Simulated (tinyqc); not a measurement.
Donor in an ellipsoidal valley (Kohn-Luttinger variational method): one step, computed by the program tinyqc. Command: `OMP_NUM_THREADS=1 python tinyqc.py 3000299 3000300 out.jsonl kohnlutt walk`. One thread of a shared host (Intel(R) Xeon(R) Processor @ 2.30GHz), about 0.03 s of CPU time with the checks.

H = -(d^2/dx^2 + d^2/dy^2) - gamma d^2/dz^2 - 2/r in units built on m_t, with gamma = m_t/m_l and z along the valley axis. One valley; no valley-orbit or central-cell term.

Question. Effective units. Ry* = Ry m_t/eps^2, a* = a_0 eps/m_t, gamma = m_t/m_l.

Inputs (values chosen for the exercise, for a model semiconductor): transverse mass m_t = 0.114 m_0; longitudinal mass m_l = 0.763 m_0; dielectric constant eps = 15.8.

Constants: Ry = 13.605693123 eV; a_0 = 0.529177210903 angstrom.

Give: Ry*; a*; gamma.

Answer.

Ry* = 6.2131 meV

a* = 73.342 angstrom

gamma = 0.14941
